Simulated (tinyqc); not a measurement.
Choosing the offset: vacuum evaporation: vapour pressure, source flux, thickness distribution, purity and step coverage. Computed by tinyqc, a small Python program. Command: `OMP_NUM_THREADS=1 python tinyqc.py 3111121 3111122 out.jsonl evap walk`. One thread of a shared host (Intel(R) Xeon(R) Processor @ 2.30GHz), about 0.01 s of CPU time with the checks.

Molecular flow, unit sticking of the metal, no re-evaporation. The background gas is taken as water vapour (18.015 g/mol, collision diameter 0.37 nm) at 300 K.

Inputs (values chosen for the exercise, modelled on gold, with constants for the liquid): directionality n = 2; source-to-wafer distance h = 62 cm; wafer radius R = 5 cm.

Method. Rotating wafer, source offset by s and facing upwards: thickness at radius r is the mean over the angle a of (1 + (r^2 + s^2 - 2 r s cos a)/h^2)^(-(n + 3)/2), by 360 equal steps; non-uniformity (max - min)/(max + min) over 21 radii from 0 to R. The curvature at the centre vanishes at s/h = sqrt(2/(n + 3)).

Against the offset:
```
s/h  centre thickness  edge over centre  non-uniformity (%)
0.0            1.0000            0.9839             0.81031
0.2            0.9066            0.9866             0.67528
0.4            0.6900            0.9927             0.36383
0.5            0.5724            0.9961             0.19728
0.6            0.4636            0.9991             0.04654
0.7            0.3690            1.0016             0.07974
0.8            0.2903            1.0036             0.17887
0.9            0.2269            1.0051             0.25216
1.1            0.1377            1.0067             0.33551
```

What does the comparison show, and why?

The best row, s/h = 0.6, has 0.047 % against 0.81 % on the axis, at the price of a rate lower by a factor 2.16; the small-wafer optimum is sqrt(2/(n + 3)) = 0.63.

Extremes, crossings and ranges named in words are read from the listed rows.
